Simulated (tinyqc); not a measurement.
Longitudinal sound in a periodic multilayer: transfer matrices, stop bands and folded phonons: one step, computed by the program tinyqc.

Layers 1 and 2 repeat with period d = d_1 + d_2; waves travel normal to the layers, without loss. State vector (u, s): displacement u and stress divided by omega. Impedances Z = rho v are in 1e6 kg/(m^2 s).

Problem. Transmission through N periods. A layer maps (u, s) by [[cos p, sin p/Z], [-Z sin p, cos p]], p = 2 pi f d_i/v_i; one period is M = M_2 M_1, and cos(q d) = trace(M)/2. For N periods A = M^N. A wave comes from a thick layer of material 1 and leaves into the substrate (Z_s): transmitted power T = 4 Z_1 Z_s/|Z_1 A_22 + Z_s A_11 - i (Z_1 Z_s A_12 - A_21)|^2, reflected power R = 1 - T.

Inputs (values chosen for the exercise, modelled on gallium arsenide (layer 1), aluminium arsenide (layer 2) and silicon (substrate)):
```
quantity       value  unit
velocity v_1    4700   m/s
thickness d_1   21.7    nm
velocity v_2    5710   m/s
thickness d_2   25.9    nm
periods N          2     -
frequency f     30.3   GHz
```

M:
```
            1           2
1  -0.2474113  0.04274352
2   -22.79783  -0.1032309
```

Z_2 = 21.698

Z_1 = 24.534

Z of the substrate = 19.4815

Give: A = M^N; transmitted power T; T in decibel.

Solution.

A = M^N:
```
         1         2
1  -0.9132  -0.01499
2    7.994   -0.9638
```

transmitted power T = 0.9820

T in decibel = -0.07871 dB
